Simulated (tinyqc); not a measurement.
Inside a calculation. Model: wafer bonding and layer transfer: bond energy, gap closing, particles, bonding of dissimilar wafers and hydrogen blisters. Computed by tinyqc, a small Python program that keeps every step. Command: `OMP_NUM_THREADS=1 python tinyqc.py 3000354 3000355 out.jsonl bond walk`. One thread of a shared host (Intel(R) Xeon(R) Processor @ 2.30GHz), about 0.01 s of CPU time with the checks. Intermediate numbers are printed to about 5 digits and carried at full precision; extremes and crossings named in words are read from the listed rows.

gamma is the energy per area of each of the two surfaces; plates are isotropic.

Inputs (values chosen for the exercise, for model wafers):
```
quantity                                       value        unit
Young's modulus E1                               144         GPa
Young's modulus E2                              82.7         GPa
Poisson ratio nu                                0.17           -
thickness t1                                     525  micrometre
thickness t2                                     500  micrometre
blade thickness t_b                              100  micrometre
crack length L                                  14.1          mm
particle radius h                                1.5  micrometre
radius of a shallow gap R                     0.0092          mm
half height of the gap h_g                       5.2          nm
expansion mismatch alpha_2 - alpha_1             1.7      1e-6/K
heating dT                                       275           K
implant depth d                                  0.6  micrometre
hydrogen dose                                    8.5   1e16/cm^2
share of the dose released as H2                0.19           -
surface energy of the weakened plane gamma_s    0.98       J/m^2
anneal temperature T                             700           K
```

Pair: two different wafers.

Constants: k_B = 1.380649e-23 J/K.

## Bond energy from the blade test

Two cantilevers opened by t_b: gamma = 3 t_b^2 E1 t1^3 E2 t2^3/(16 L^4 (E1 t1^3 + E2 t2^3)).

bond energy gamma = 0.32778 J/m^2

An error of 5 % in L changes gamma by about 20 %. This is the level of partly covalent bonding.

## Does a shallow gap close?

E' = E1/(1 - nu^2), equal wafers of thickness t1 assumed. A gap of radius R closes if h_g < h_c: h_c = R^2/sqrt((2/3) E' t1^3/gamma) for R > 2 t1 (plate bending), h_c = 3.6 sqrt(R gamma/E') for R < 2 t1 (local deformation).

closable height h_c = 16.234 nm

h_g/h_c = 0.32031

The gap closes.

## Void around a particle

E' = E1/(1 - nu^2), equal wafers assumed. Void radius in the plate regime: R_v = [(2/3) E' t1^3/gamma]^(1/4) h^(1/2). Below h_crit = 5 sqrt(t1 gamma/E') the wafers deform locally and R_v is of the order of h (taken as h).

critical particle radius = 0.17033 micrometre

void radius = 3147.9 micrometre

The void is 2100 times the particle.

## Heating a pair with different expansion

M = E/(1 - nu), misfit e = (alpha_2 - alpha_1) dT. Curvature k = 6 M1 M2 t1 t2 (t1 + t2) e/[M1^2 t1^4 + M2^2 t2^4 + 2 M1 M2 t1 t2 (2 t1^2 + 3 t1 t2 + 2 t2^2)]; force per width F = k (M1 t1^3 + M2 t2^3)/(6 (t1 + t2)); at the interface s1 = F/t1 + M1 k t1/2, s2 = -F/t2 - M2 k t2/2; stored biaxial energy U = F^2 [1/(M1 t1) + 1/(M2 t2)] + k^2 (M1 t1^3 + M2 t2^3)/12; the pair can part when U > 2 gamma.

curvature = 0.66582 1/m

force per width = 4.0664 kN/m

stress in wafer 1 at the interface = 38.068 MPa

stress in wafer 2 at the interface = -24.718 MPa

stored energy U = 1.9010 J/m^2

largest dT for this gamma = 161.49 K

U exceeds 2 gamma: the pair can debond; the bond strengthens on heating, so slow ramps or thinning one wafer first help. Caution: on a wafer of 100 mm the sag k R^2/2 would exceed half the thickness of the pair, beyond the small-deflection theory: the plate stiffens.

## Blistering after hydrogen implantation

A flat crack of radius r under a layer of thickness d, as a clamped plate: centre height w = 3 p r^4/(16 E' d^3), volume pi r^2 w/3, energy release G = 3 p^2 r^4/(32 E' d^3), E' = E1/(1 - nu^2). It grows when G = 2 gamma_s. The gas comes from the area pi r^2: p V = (dose x share/2) pi r^2 k_B T, and G = p w/2 = (3/2) N k_B T with N the H2 molecules per area. Share needed: G = 2 gamma_s. The pressure and height at growth are given for r = 10 d.

energy release G = 1.1706 J/m^2

share of the dose needed = 0.31812

pressure at growth = 22.731 MPa

height at growth = 172.45 nm

The released gas does not suffice by this estimate. In this plate limit G depends on neither r nor d.

## Closable height against the size of the gap

The formulas are those given above.

Gap closing:
```
R (mm)    regime    h_c (nm)  slope h_c/R
1.00e-04   local  1.6926e+00     0.016926
1.00e-03   local  5.3523e+00     0.005352
1.00e-02   local  1.6926e+01     0.001693
1.00e-01   local  5.3523e+01     0.000535
5.00e-01   local  1.1968e+02     0.000239
2.00e+00   plate  6.0549e+02     0.000303
5.00e+00   plate  3.7843e+03     0.000757
2.00e+01   plate  6.0549e+04     0.003027
5.00e+01   plate  3.7843e+05     0.007569
```

Roughness of 100 nm scale may be 1.7 nm in half height, waviness of radius 5 cm as much as 380 micrometre: h_c goes as R^(1/2) when the wafer deforms locally and as R^2 when it bends. The allowed slope is least near R = 2 t1, so defects about 4 t1 wide are the hardest to close; bow matters little.

Checks made by the program: gamma against the derivative of the beam energy (relative difference below 1e-10).
